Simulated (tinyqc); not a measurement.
# Changing the current frequency f

Model: the 3-omega method: a line heater on a substrate with a thin film. Computed by tinyqc, a small Python program. Command: `OMP_NUM_THREADS=1 python tinyqc.py 3016240 3016241 out.jsonl threeomega sweep`. One thread of a shared host (Intel(R) Xeon(R) Processor @ 2.30GHz), about 0.01 s of CPU time with the checks.

A current at angular frequency omega = 2 pi f heats the line at 2 omega with the amplitude P per length; the temperature swing Delta T at 2 omega gives a voltage at 3 omega. The substrate is taken as semi-infinite and isotropic, and the heat capacity of heater and film is left out.

Inputs (values chosen for the exercise, modelled on a phase-change telluride on gallium arsenide):
```
quantity                                    value           unit
substrate conductivity kappa                 45.3        W/(m K)
substrate heat capacity C                    1.68  1e6 J/(m^3 K)
heater half-width b                             5     micrometre
power amplitude per length P                  7.9            W/m
film thickness t                              650             nm
film conductivity kappa_f                    0.48        W/(m K)
interface resistance R_i                      4.8       m^2 K/GW
substrate thickness d_s                       380     micrometre
temperature coefficient of resistance beta    2.5         1e-3/K
voltage amplitude V_1                         1.9              V
```

Method:
- D = kappa/C; q = sqrt(2 i omega/D); penetration depth 1/|q| = sqrt(D/(2 omega)).
- Delta T_s = (P/(pi kappa)) int_0^infinity (sin x/x)^2 / sqrt(x^2 + (q b)^2) dx with (q b)^2 = i |q b|^2, averaged over the heater width (12 Gauss-Legendre points on each of the pieces 0, 14 log-spaced edges from 1e-5 to 1, and multiples of pi to 40 pi; the tail adds 1/(4 (40 pi)^2)).
- For |q| b much below 1: Delta T_s = (P/(pi kappa)) [-ln(|q| b) + eta - i pi/4], eta = 3/2 - C_E = 0.92278, with Euler's C_E = 0.5772157.
- One-dimensional flow across the film: Delta T_f = P (t/kappa_f + R_i)/(2 b); total in-phase swing Delta T = Delta T_s + Delta T_f; third-harmonic amplitude V_3 = V_1 beta |Delta T|/2 with the out-of-phase part included; the apparent film conductivity is t/(t/kappa_f + R_i).
- Take the in-phase swing at f and at 2f; in the narrow-line limit kappa = P ln 2/(2 pi [Delta T(f) - Delta T(2f)]), whatever the film and the heater width.

One run for each value; columns: (1) current frequency f (Hz); (2) in-phase Delta T_s (K); (3) out-of-phase Delta T_s (K); (4) error of the slope method (%); (5) penetration depth (micrometre); (6) film share of the in-phase swing:
```
(1)        (2)       (3)        (4)    (5)     (6)
3       0.3360  -0.04360  1.320e-03  845.7  0.7616
10      0.3026  -0.04359  4.400e-03  463.2  0.7801
30      0.2721  -0.04358  1.319e-02  267.4  0.7978
100     0.2387  -0.04355  4.394e-02  146.5  0.8181
300     0.2082  -0.04347  1.315e-01   84.6  0.8375
1000    0.1749  -0.04325  4.360e-01   46.3  0.8599
3000    0.1446  -0.04273  1.292e+00   26.7  0.8813
10000   0.1117  -0.04135  4.194e+00   14.6  0.9058
100000  0.0539  -0.03272  3.739e+01    4.6  0.9522
```

Give the missing row, current frequency f (Hz) = 30000.

Computed row; columns: (1) current frequency f (Hz); (2) in-phase Delta T_s (K); (3) out-of-phase Delta T_s (K); (4) error of the slope method (%); (5) penetration depth (micrometre); (6) film share of the in-phase swing:
```
(1)       (2)       (3)        (4)  (5)     (6)
30000  0.0827  -0.03856  1.205e+01  8.5  0.9285
```

Interpolating between the two neighbouring rows (the first column on a logarithmic scale, the others too where they are positive) misses most in in-phase Delta T_s (K), by 4.7 %. Over the rows, in-phase Delta T_s (K) falls from 0.336 to 0.0539 (exponent d ln y / d ln x -0.087 between the first rows and -0.36 between the last); out-of-phase Delta T_s (K) rises from -0.0436 to -0.0327; error of the slope method (%) rises from 0.00132 to 37.4 (exponent d ln y / d ln x 1.00 between the first rows and 0.94 between the last). At the low end the exponent of out-of-phase Delta T_s is 0.00, close to 0: the narrow-line value does not depend on f. The exponent of penetration depth stays at -0.50: a diffusion length. The in-phase swing falls linearly in ln f while the penetration depth is much larger than b; the film step does not depend on f, so its share grows.

Caution (rows 3.00, 10.0, 30.0, 100, 300): the penetration depth exceeds a fifth of the substrate thickness, so the back face is felt and the semi-infinite formula fails.
